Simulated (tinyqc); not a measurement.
Resistance of a tapered via with liner, size effect and interface: one step of the calculation.

A round via whose diameter grows from db at the bottom as D(z) = db + 2 z/tan(ang). The fill, of diameter D - 2 tl, starts above the bottom liner (thickness fb tl) and has rho = rho0 (1 + ks lam/(D - 2 tl)); the sidewall liner conducts in parallel with it. The bottom liner and the interface are crossed over the full area pi db^2/4. Spreading in the lines above and below is left out.

Question. Slices of the via. Slices between z0 = fb tl and hv, evaluated at their midpoints: conductance per length pi/4 [(D - 2 tl)^2/rho + (D^2 - (D - 2 tl)^2)/rl], slice resistance = slice height over that. 8 slices.

Inputs (values chosen for the exercise); fill metal close to tungsten: diameter at the bottom db = 48 nm; height hv = 140 nm; sidewall angle ang = 89 degrees; bulk resistivity of the fill rho0 = 5.31 uohm cm; mean free path of the fill lam = 15.8 nm; size-effect factor ks = 1.2; liner on the sidewall tl = 2.4 nm; liner at the bottom over that on the sidewall fb = 1; resistivity of the liner rl = 270 uohm cm.

Find: z; D; rho; slice resistance.

Answer.

```
slice	z (nm)	D (nm)	rho (uohm cm)	slice resistance (ohm)
0	11.000	48.384	7.6200	0.87277
1	28.200	48.984	7.5886	0.84581
2	45.400	49.585	7.5580	0.82006
3	62.600	50.185	7.5283	0.79545
4	79.800	50.786	7.4993	0.77192
5	97.000	51.386	7.4711	0.74940
6	114.20	51.987	7.4436	0.72783
7	131.40	52.587	7.4168	0.70717
```

Computed by the program tinyqc: `OMP_NUM_THREADS=1 python tinyqc.py 2750009 2750010 out.jsonl`, one thread of a shared Intel Xeon 2.30GHz, about 0.01 s for the whole run.
